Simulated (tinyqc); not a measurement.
From one set of inputs to another, one input at a time: sheet resistance and Hall data of a diffused or implanted layer. Computed by tinyqc, a small Python program. Command: `OMP_NUM_THREADS=1 python tinyqc.py 3017411 3017412 out.jsonl layer ladder`. One thread of a shared host (Intel(R) Xeon(R) Processor @ 2.30GHz), about 0.01 s of CPU time with the checks.

Carriers are taken equal to the net active doping down to the junction (full ionisation, which deep dopants in wide-gap hosts do not reach; no spill-over, no depletion), and the Hall factor is 1.

The inputs printed are set A. Set A is modelled on donors in GaAs; the values taken over come from a set modelled on aluminium in 4H-SiC. Inputs not listed in the table keep their values of set A, so the rows need not describe a real material.

Inputs (values chosen for the exercise, modelled on donors in GaAs):
```
quantity                                 value        unit
mu_min                                     491  cm^2/(V s)
mu_max                                    9330  cm^2/(V s)
N_ref                                  6.3e+16      1/cm^3
exponent alpha                            0.39           -
peak concentration N_0                 1.6e+17      1/cm^3
length scale l                              11          nm
background doping N_B (opposite type)  2.6e+15      1/cm^3
```

Profile: box. Activation: complete.

Constants: e = 1.602176634e-19 C.

Method:
- N(x) = N_0 down to x_j = l, dose N_0 l.
- Mobility mu = mu_min + (mu_max - mu_min)/(1 + (N_t/N_ref)^alpha), N_t = active doping + N_B; carriers n = active doping - N_B, all dopants active.
- Integrals from x_0 (0 unless stated) to x_j by the midpoint rule on 400 even intervals: 1/R_s = e int n mu dx; sheet density n_s = int n dx; Hall sheet density (int n mu dx)^2/int n mu^2 dx; Hall mobility int n mu^2 dx/int n mu dx.
- Mean conductivity 1/(R_s x_j); mean mobility 1/(e n_s R_s).

Each row keeps all changes above it:
```
input moved                                        from       to  sheet resistance R_s (ohm)  junction depth x_j (nm)  mean conductivity 1/(R_s x_j) (S/cm)
set A                                                 -        -                  8.7869e+03                       11                                103.46
mu_max (cm^2/(V s))                                9330      128                  1.0520e+05                       11                                  8.64
length scale l (nm)                                  11      840                  1.3776e+03                      840                                  8.64
N_ref (1/cm^3)                                  6.3e+16  1.7e+19                  2.6387e+03                      840                                  4.51
background doping N_B (opposite type) (1/cm^3)  2.6e+15  1.1e+14                  2.6014e+03                      840                                  4.58
peak concentration N_0 (1/cm^3)                 1.6e+17  2.7e+18                  1.1140e+02                      840                                106.86
mu_min (cm^2/(V s))                                 491     15.9                  3.0164e+02                      840                                 39.47
```

Sheet resistance R_s goes from 8790 to 302, a factor 0.0343 in all. The largest single move comes from length scale l (a factor 0.0131), and mu_max works against it (a factor 12.0). Junction depth x_j goes from 11.0 to 840, a factor 76.4 in all. The largest single move comes from length scale l (a factor 76.4). Mean conductivity 1/(R_s x_j) goes from 103 to 39.5, a factor 0.381 in all. The largest single move comes from peak concentration N_0 (a factor 23.4), but it runs against the net change; the largest move in the direction of the net change is mu_max (a factor 0.0835). The single moves hold for this order of the switches; the total does not depend on the order.

Caution (rows set A, mu_max): the layer is not thick against surface and junction depletion widths, which remove carriers that this model counts.

Extremes, crossings and ranges named in words are read from the listed rows.
